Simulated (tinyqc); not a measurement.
Heat flow across a film from the phonon Boltzmann equation in the relaxation-time approximation: one step, computed by the program tinyqc. Command: `OMP_NUM_THREADS=1 python tinyqc.py 3002659 3002660 out.jsonl slabbte walk`. One thread of a shared host (Intel(R) Xeon(R) Processor @ 2.30GHz), about 0.01 s of CPU time with the checks.

Two black walls, hot at x = 0 and cold at x = L, emit phonons isotropically. For one free path Lambda, with tau = x/Lambda, tau_L = L/Lambda and phi = (T - T_cold)/Delta T, energy balance gives phi(tau) = (1/2) [E2(tau) + int_0^tau_L phi(s) E1(|tau - s|) ds]; E_n are the exponential integrals. The flux over the ballistic flux C v Delta T/4 is psi = 1 - 2 int_0^tau_L phi(s) E2(s) ds, and kappa_eff/kappa = (3/4) tau_L psi. kappa = C v Lambda/3 is an input, so at fixed kappa a longer free path means a smaller C v.

Task: The small linear system for Lambda_1. Cut the film into n equal cells with constant phi, collocated at the centres c_i: the kernel integrates to A_ij = |E2(|c_i - e_j|) - E2(|c_i - e_(j+1)|)|/2 for cell edges e_j, and A_ii = 1 - E2(half a cell); solve (1 - A) phi = E2(c)/2; psi = 1 - 2 sum_j phi_j [E3(e_j) - E3(e_(j+1))].

Inputs (values chosen for the exercise, modelled on gallium nitride): film thickness L = 230 nm; free path Lambda_1 = 88 nm; cells n in the small system = 5.

Give: optical thickness tau_L; 1 - A; right-hand side E2(c)/2; flux weights E3(e_j) - E3(e_(j+1)).

Result:

optical thickness tau_L = 2.614

1 - A, lower triangle (symmetric):
```
         1        2        3        4       5
1   0.5061
2  -0.1501   0.5061
3  -0.0552  -0.1501   0.5061
4  -0.0243  -0.0552  -0.1501   0.5061
5  -0.0115  -0.0243  -0.0552  -0.1501  0.5061
```

right-hand side E2(c)/2: 0.2530  0.1029  0.04776  0.02347  0.01193

flux weights E3(e_j) - E3(e_(j+1)): 0.2857  0.1112  0.05118  0.02507  0.01272
